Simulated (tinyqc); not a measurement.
Shockley state of an s-p chain by decimation: sweeps and comparisons. A value that a table varies takes the place of the one given here.

Each site has s at -d/2 and p at +d/2: H0 = diag(-d/2, d/2). The block to the next site on the right is H1 = [[-ts, u], [-u, tp]] (rows s, p of site n; columns s, p of site n + 1). Bulk: H(k) = [[-d/2 - 2 ts cos k, 2i u sin k], [-2i u sin k, d/2 + 2 tp cos k]]. The bands are inverted at k = pi if d < 2 (ts + tp).

Decimation (Sancho-Rubio) at z = E + i eta: start with es = e = H0, A = H1, B = H1^T. Each round forms g = (z - e)^-1 and sets es += A g B, e += A g B + B g A, A = A g A, B = B g B, doubling the length covered. Stop when all |A| < 1e-10. Surface G = (z - es)^-1, bulk G = (z - e)^-1; densities -Im tr G/pi.

Values chosen for the exercise:
- d = 6.47 eV (Ep - Es)
- ts = 1.46 eV (s-s hopping)
- tp = 0.96 eV (p-p hopping)
- u = 0.83 eV (s-p hopping)
- eta = 0.01 eV (broadening)
- E1 = -0.51 eV (first energy)
- dE = 0.203 eV (step)
- E = -0.21 eV (energy)

## Surface against bulk across the gap

Eleven energies E1 + j dE.

Densities (1/eV):

| E (eV) | surface | bulk |
|---|---|---|
| -0.510 | 0.0797 | 0.2302 |
| -0.307 | 0.0089 | 0.3465 |
| -0.104 | 0.0017 | 0.0055 |
| 0.099 | 0.0012 | 0.0025 |
| 0.302 | 0.0011 | 0.0018 |
| 0.505 | 0.0011 | 0.0017 |
| 0.708 | 0.0012 | 0.0019 |
| 0.911 | 0.0015 | 0.0028 |
| 1.114 | 0.0024 | 0.0065 |
| 1.317 | 0.0249 | 0.7564 |
| 1.520 | 0.1356 | 0.2601 |

edges of the bulk gap (201 k points) (eV): -0.3150  1.3150

Inside the gap the bulk density is only the tail of the broadening, at least 0.0017. The surface density has no peak there, and a chain of 60 sites has no level in the gap.

## Through the band inversion

d = f 2 (ts + tp). Gap edges from 201 k points; levels in the gap from an open chain of 60 sites (their mean, and the weight on the two end sites summed over them, divided by their number); a dash: none.

Against d:

| f | d (eV) | top of lower band (eV) | bottom of upper band (eV) | levels in the gap | mean level (eV) | end weight |
|---|---|---|---|---|---|---|
| 0.10 | 0.484 | -1.4821 | 1.6710 | 2 | 0.0500 | 0.959 |
| 0.30 | 1.452 | -1.1668 | 1.7334 | 2 | 0.1500 | 0.882 |
| 0.50 | 2.420 | -0.7100 | 1.6286 | 2 | 0.2500 | 0.727 |
| 0.70 | 3.388 | -0.2260 | 1.2260 | 2 | 0.3500 | 0.494 |
| 0.85 | 4.114 | 0.1370 | 0.8630 | 2 | 0.4250 | 0.269 |
| 1.15 | 5.566 | 0.1370 | 0.8630 | 0 | - | - |
| 1.30 | 6.292 | -0.2260 | 1.2260 | 0 | - | - |
| 1.60 | 7.744 | -0.9520 | 1.9520 | 0 | - | - |

Levels in the gap appear for f = 0.1, 0.3, 0.5, 0.7 and 0.85 and for none of the other rows; the gap closes at f = 1. The level lies at 0.0500 eV for f = 0.1 and 0.4250 eV for f = 0.85, on the line E = d (ts - tp)/(2 (ts + tp)), and its end weight goes from 0.96 to 0.27: no shift of the surface potential is needed, the inversion alone binds it.

## What each parameter does

Gap edges from 201 k points between 0 and pi, and the surface density at E by decimation. Each row changes one parameter from the base and keeps the others.

Results:

| case | top of lower band (eV) | bottom of upper band (eV) | surface density (1/eV) |
|---|---|---|---|
| base | -0.3150 | 1.3150 | 0.0024 |
| d = 7.117 eV | -0.6385 | 1.6385 | 0.0010 |
| ts = 1.606 eV | -0.0230 | 1.3150 | 0.0719 |
| tp = 1.056 eV | -0.3150 | 1.1230 | 0.0025 |
| u = 0.913 eV | -0.3150 | 1.3150 | 0.0024 |
| eta = 0.02 eV | -0.3150 | 1.3150 | 0.0049 |

The largest shifts from the base row, up to three for each result and ties (the steps differ in size, so this ranks the rows, not the parameters). top of lower band (eV): d -0.3235, ts +0.2920; unchanged at the printed digits by tp, u and eta. bottom of upper band (eV): d +0.3235, tp -0.1920; unchanged at the printed digits by ts, u and eta. surface density (1/eV): ts +0.0694, eta +0.0024, d -0.0014; unchanged at the printed digits by u. The base chain is not inverted, so no surface state lies in the gap; E lies in the gap.

(tinyqc, `OMP_NUM_THREADS=1 python tinyqc.py 1480912 1480913 out.jsonl`, Intel(R) Xeon(R) Processor @ 2.30GHz, 1 thread, shared host, about 0.2 s.)
